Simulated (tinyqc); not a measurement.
Which pair of peaks is best: composition and strain of an epitaxial Si(1-x)Ge(x) layer from Raman and X-ray peaks. Computed by tinyqc, a small Python program. Command: `OMP_NUM_THREADS=1 python tinyqc.py 3001099 3001100 out.jsonl epiraman walk`. One thread of a shared host (Intel(R) Xeon(R) Processor @ 2.30GHz), about 0.01 s of CPU time with the checks.

A (001) layer, biaxially strained in the plane. The Raman peaks follow empirical lines omega = w0 + c1 x + c3 x^3 + b eps (c3 for Si-Ge alone), with eps the in-plane strain.

Inputs (values chosen for the exercise, modelled on silicon-germanium):
```
quantity                     value  unit
Ge fraction x                 0.22     -
Si-Si: c1                    -69.7  1/cm
Si-Si: strain coefficient b   -774  1/cm
Si-Ge: c1                     25.7  1/cm
Si-Ge: c3                    -33.7  1/cm
Si-Ge: strain coefficient b   -601  1/cm
Ge-Ge: c1                     20.3  1/cm
Ge-Ge: strain coefficient b   -435  1/cm
uncertainty of a Raman peak    0.1  1/cm
```

Substrate: silicon.

Method. For each pair invert J = [d omega/dx, d omega/d eps] at the true x. Independent errors of the given size in both peaks give sigma_x and sigma_eps = uncertainty x (norm of the rows of the inverse of J).

Error propagation:
```
pair               det J    sigma_x  sigma_eps (per mille)
Si-Si and Si-Ge   57.994  0.0016897                0.12543
Si-Si and Ge-Ge  46.0317  0.0019288                0.15771
Si-Ge and Ge-Ge   3.1494   0.023557                0.92302
```

The pair Si-Si and Si-Ge fixes x best (sigma_x = 0.0017) and Si-Ge and Ge-Ge worst (0.024), a factor 14. Strain moves all peaks the same way, so a good pair needs different ratios of composition slope to strain coefficient, best of opposite sign; the slopes here are -69.7, 20.8 and 20.3 per cm for Si-Si, Si-Ge and Ge-Ge. Errors in the coefficients themselves are not counted.

Extremes, crossings and ranges named in words are read from the listed rows.
